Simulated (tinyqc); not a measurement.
# Threshold switch as oscillator and as selector in a crossbar, step by step

Program tinyqc, `OMP_NUM_THREADS=1 python tinyqc.py 2490058 2490059 out.jsonl`; Intel Xeon 2.30GHz, shared host, one thread, about 0.01 s. Printed values are rounded.

Off state: I = Ith sinh(V/V0)/sinh(Vth/V0) up to Vth. On state: V = Vh + I Ron down to the holding current Ih, at Vl = Vh + Ih Ron. Switching is instantaneous.

Values chosen for this exercise; values of the order of Ge-Sb-Te and related chalcogenides: threshold voltage Vth = 2.7 V; holding voltage Vh = 1.33 V; on-state resistance Ron = 1.3 kohm; current at threshold Ith = 0.26 uA; voltage scale of the off-state sinh V0 = 0.13 V; holding current Ih = 5.7 uA; capacitance across the switch C = 6.3 fF; rows and columns of the array N = 4096; supply voltage Vs = 4.11 V; load resistance RL = 970 kohm.

Range of the model: Delay times, drift of Vth and line resistance are left out.

## Relaxation oscillation

With a load RL from Vs and C across the switch, it oscillates if the load line misses both branches: (Vs - Vl)/Ih < RL < (Vs - Vth)/Ith. Charging without leakage takes RL C ln[(Vs - Vl)/(Vs - Vth)]; discharging takes (RL || Ron) C ln[(Vth - Ve)/(Vl - Ve)], Ve = (Vs Ron + Vh RL)/(Ron + RL).

Vl = 1.33741 V
smallest RL = 486.419 kohm
largest RL = 5423.08 kohm
charging time = 4.13221 ns
Ve = 1.33372 V
discharging time = 0.0483744 ns
frequency = 239.201 MHz

With the off-state leakage included the charging takes 4.227 ns, 2.3 % above this value.

## Leakage in a crossbar

In an N x N array driven at Vs, the V/2 scheme puts Vs/2 on 2 (N - 1) cells; the V/3 scheme puts Vs/3 on all N^2 - 1 others, N - 1 of them on the selected row. Row leakage is (N - 1) I; wasted power is the number of cells times V I.

I at Vs/2 = 1.82056 nA
row leakage, V/2 = 7.45519 uA
wasted power, V/2 = 30.6408 uW
I at Vs/3 = 0.00937145 nA
row leakage, V/3 = 0.0383761 uA
wasted power, V/3 = 215.401 uW

The V/3 scheme cuts the row leakage by 194 and raises the wasted power by a factor of 7.03.
